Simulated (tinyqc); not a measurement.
Gate voltage for a given inversion charge.

Question. p-type body, charge-sheet picture, depletion and inversion only, full ionisation (an idealisation for deep acceptors), Boltzmann statistics (rough once Na exp(x - xn) passes about Nc/7). In units of Vt: xg = (Vg - Vfb)/Vt, x = psi/Vt, G = gamma/sqrt(Vt), xn = (2 phiF + Vc)/Vt. The implicit equation is (xg - x)^2 = G^2 [x - 1 + exp(x - xn)] for x above about 3. Cox = eps0 eox/tox. ni = sqrt(Nc Nv) exp(-Eg/(2 Vt)), Eg in volts; phiF = Vt ln(Na/ni); gamma = sqrt(2 q eps0 eps_r Na)/Cox. N_inv = (Cox Vt G/q) [sqrt(x - 1 + exp(x - xn)) - sqrt(x - 1)]. Find x - xn, psi and Vg.

Values chosen for this exercise; band and dielectric values close to those of silicon:
- T = 400 K (temperature)
- Eg = 1.1 eV (band gap)
- eps_r = 11.9 (relative permittivity)
- Nc = 4.26e19 cm^-3 (conduction-band density of states at T)
- Nv = 4.08e19 cm^-3 (valence-band density of states at T)
- eox = 25.1 (relative permittivity of the gate insulator (close to zirconium oxide))
- tox = 57 nm (insulator thickness)
- Na = 1.6e18 cm^-3 (acceptor density)
- Vfb = -0.55 V (flat-band voltage)
- Vc = 1 V (channel-body voltage)

Constants: q = 1.602176634e-19 C, kB = 1.380649e-23 J/K, Vt = kB T/q, eps0 = 8.8541878128e-14 F/cm where lengths are in cm. Results are converted to the units shown.

N_inv = 5.5e10 cm^-2

Answer. N_inv rises steadily with x, so it fixes x; the implicit equation then gives xg directly.

x - xn = -0.05391
psi = 1.873 V
Vg = 3.902 V

tinyqc, about 0.01 s, one thread, Intel Xeon 2.30GHz (shared host): `OMP_NUM_THREADS=1 python tinyqc.py 2122002 2122003 out.jsonl`
